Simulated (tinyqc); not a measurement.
Worked calculation: Born-von Karman spring model of a cubic crystal with one atom per cell. Computed by tinyqc, a small Python program that keeps every step. Command: `OMP_NUM_THREADS=1 python tinyqc.py 3014665 3014666 out.jsonl springs walk`. One thread of a shared host (Intel(R) Xeon(R) Processor @ 2.30GHz), about 0.1 s of CPU time with the checks. Intermediate numbers are printed to about 5 digits and carried at full precision; extremes and crossings named in words are read from the listed rows.

First neighbours lie at a/2 (1,1,1) (8 of them), second at a (1,0,0) (6), with all permutations and signs; the volume per atom is Omega = a^3/2. Two shells of springs match a real metal only roughly, above all at the zone boundary.

Inputs (values chosen for the exercise, modelled on sodium):
```
quantity                 value           unit
lattice constant a        4.23       angstrom
atomic mass M            22.99              u
radial spring k1L        0.245  eV/angstrom^2
transverse spring k1T  -0.0096  eV/angstrom^2
radial spring k2L        0.031  eV/angstrom^2
transverse spring k2T   0.0053  eV/angstrom^2
mesh divisions n             8              -
temperature T              600              K
```

Lattice: bcc.

wave vector q (2 pi/a): 0.66  0.29  0

Constants: nu for 1 eV/(angstrom^2 u) = 15.6333042 THz; 1 eV/angstrom^3 = 160.2176634 GPa; u = 1.6605390666e-27 kg; h x 1 THz = 4.135667696 meV; k_B = 8.617333262e-05 eV/K; hbar^2/u = 4.18015928e-03 eV angstrom^2; hbar = 1.054571817e-34 J s; k_B = 1.380649e-23 J/K.

## Dynamical matrix at q

A neighbour at R with unit vector n couples by the matrix K(R) = kL n n^T + kT (1 - n n^T), and D(q) = (1/M) sum_R K(R) [1 - cos(q.R)].

D(q) (eV/(angstrom^2 u)):
```
          x         y         z
x  0.038642  0.020448  0.000000
y  0.020448  0.038000  0.000000
z  0.000000  0.000000  0.035208
```

## Frequencies and polarisations

Diagonalise D. An eigenvalue lambda of D in eV/(angstrom^2 u) gives nu = 15.6333042 THz x sqrt(lambda). Eigenvectors are columns, with the largest component positive; the longitudinal weight is (e.q)^2/q^2.

eigenvalues (eV/(angstrom^2 u)): 0.017870  0.035208  0.058772

frequencies (THz): 2.0899  2.9334  3.7900

polarisation vectors:
```
    mode 1  mode 2  mode 3
x  -0.7015  0.0000  0.7126
y   0.7126  0.0000  0.7015
z   0.0000  1.0000  0.0000
```

longitudinal weights: 0.12645  0.00000  0.87355

Mode 3 is the most longitudinal, with weight 0.87.

## Elastic constants from long waves

[ij,kl] = (1/(2 Omega)) sum_R K_ij R_k R_l; C11 = [xx,xx], C44 = [xx,yy], C12 = 2 [xy,xy] - C44; B = (C11 + 2 C12)/3; Zener ratio A = 2 C44/(C11 - C12). K(R) = kL n n^T + kT (1 - n n^T).

C11 = 8.0500 GPa

C12 = 6.7546 GPa

C44 = 6.1032 GPa

bulk modulus B = 7.1864 GPa

Zener ratio A = 9.4230

C12 - C44 = 0.65 GPa: the Cauchy relation fails because sum_R kT R^2 is not zero; a negative sum gives a positive Cauchy pressure.

## Sound velocities

rho = M/Omega and v = sqrt(C/rho), with C = C11, C44, C44 along [100]; (C11 + C12 + 2 C44)/2, C44, (C11 - C12)/2 along [110]; (C11 + 2 C12 + 4 C44)/3 and twice (C11 - C12 + C44)/3 along [111].

density rho = 1008.8 kg/m^3

Velocities (m/s):
```
direction  longitudinal  transverse 1  transverse 2
[100]            2824.9        2459.7        2459.7
[110]            3659.0        2459.7         801.3
[111]            3897.5        1563.6        1563.6
```

Along [110] the two transverse waves differ by a factor sqrt(2 C44/(C11 - C12)) = 3.070.

## Frequencies at the zone boundary

The formulas are those given above.

Frequencies (THz) at points given in 2 pi/a:
```
point                nu 1    nu 2    nu 3
H (1, 0, 0)        3.5780  3.5780  3.5780
N (0.5, 0.5, 0)    0.8527  2.6176  3.8939
P (0.5, 0.5, 0.5)  2.8583  2.8583  2.8583
```

## Highest frequency at H

Take the highest frequency at H = (1, 0, 0) (2 pi/a).

highest frequency at H = 3.5780 THz

## Dispersion against the sound-wave line

The last column divides the top branch by the straight line with its slope at G. End points in 2 pi/a: H = (1, 0, 0), N = (0.5, 0.5, 0).

Frequencies (THz) along two lines:
```
line  fraction of the way    nu 1    nu 2    nu 3  nu 3 / linear
G-H                  0.10  0.5786  0.5786  0.6627        0.99233
G-H                  0.25  1.4098  1.4098  1.5918        0.95345
G-H                  0.40  2.1510  2.1510  2.3697        0.88710
G-H                  0.55  2.7609  2.7609  2.9476        0.80251
G-H                  0.70  3.2111  3.2111  3.3206        0.71033
G-H                  0.85  3.4858  3.4858  3.5180        0.61975
G-H                  1.00  3.5780  3.5780  3.5780        0.53578
G-N                  0.10  0.1334  0.4095  0.6091        0.99589
G-N                  0.25  0.3263  1.0017  1.4901        0.97450
G-N                  0.40  0.5012  1.5386  2.2888        0.93549
G-N                  0.55  0.6484  1.9904  2.9609        0.88016
G-N                  0.70  0.7598  2.3323  3.4695        0.81033
G-N                  0.85  0.8292  2.5453  3.7863        0.72827
G-N                  1.00  0.8527  2.6176  3.8939        0.63662
```

Along G-H the top branch ends at 54 % of its linear extrapolation. Along G-N the top branch ends at 64 % of its linear extrapolation, which is the 2/pi of a pure sine: planes normal to this line couple to their next planes alone. A Debye model keeps the straight line throughout.

## Thermal sums on a mesh

Mesh: q = sum_i (m_i + 1/2)/n b_i, m_i = 0..n-1, with b = [[0, 1, 1], [1, 0, 1], [1, 1, 0]] in 2 pi/a; sums are averages over the n^3 points, per atom. With x = h nu/(k_B T) and n = 1/(exp(x) - 1) for each mode: F = k_B T [x/2 + ln(1 - exp(-x))], U = k_B T x (n + 1/2), S/k_B = x n - ln(1 - exp(-x)), C/k_B = x^2 n (n + 1). <u_x^2> = (1/3) sum over modes of hbar^2/(2 M h nu) coth(x/2); zero-point energy = sum h nu/2. <u_x^2> converges slowly with the mesh, from below, with an error of order 1/n.

free energy F = -258.17 meV/atom

energy U = 155.71 meV/atom

entropy S = 8.0049 k_B/atom

heat capacity C = 2.9884 k_B/atom

<u_x^2> = 0.15267 angstrom^2

zero-point energy = 15.822 meV/atom

C is 100 % of the classical 3 k_B, and the zero-point energy is 10 % of U. Caution: the root-mean-square displacement exceeds 12 % of the neighbour distance, where real crystals are near melting and the harmonic model fails.

## Debye temperature from the elastic constants

Christoffel matrix G_xx = C11 n_x^2 + C44 (1 - n_x^2), G_xy = (C12 + C44) n_x n_y, with eigenvalues rho v^2; v_m^-3 is the mean of v^-3 over three branches and all directions (12 Gauss-Legendre points in cos(theta) times 24 angles phi = (j + 1/2) pi/12); q_D = (6 pi^2/Omega)^(1/3); Theta = hbar v_m q_D/k_B.

mean velocity v_m = 1669.2 m/s

Debye wave number q_D = 1.1610 1/angstrom

elastic Debye temperature = 148.02 K

## Full spectrum, Debye and Einstein heat capacities

Mesh: q = sum_i (m_i + 1/2)/n b_i, m_i = 0..n-1, with b = [[0, 1, 1], [1, 0, 1], [1, 1, 0]] in 2 pi/a; sums are averages over the n^3 points (here n = 14), per atom. Debye: C = 9 k_B (T/Theta)^3 int_0^(Theta/T) x^4 e^x/(e^x - 1)^2 dx with the elastic Theta. Einstein: three modes at the root-mean-square frequency. The last column is the Theta that makes the Debye formula give the full C at that T.

root-mean-square frequency = 2.6992 THz

Heat capacity (k_B/atom):
```
T (K)  full spectrum   Debye  Einstein  Theta from C (K)
18            0.3988  0.3864    0.1166            146.21
27            0.8666  0.9453    0.5791            155.14
37            1.3671  1.5089    1.1793            160.12
52            1.9172  2.0650    1.8328            163.42
74            2.3670  2.4761    2.3384            165.30
110           2.6831  2.7450    2.6761            166.34
150           2.8225  2.8589    2.8203            166.75
220           2.9153  2.9332    2.9148            167.01
```

The apparent Theta runs from 146 to 167 K against the elastic 148 K; at high T it tends to sqrt(5/3) h nu_rms/k_B = 167 K. At the lowest T the Debye value is 0.97 and the Einstein value 0.29 times the full one. At the highest T Debye misses by 0.61 % and Einstein by 0.017 %.

Checks made by the program: slopes of the dispersion along [110] against the sound velocities (relative difference 2e-08); F = U - T S (relative difference below 1e-10).
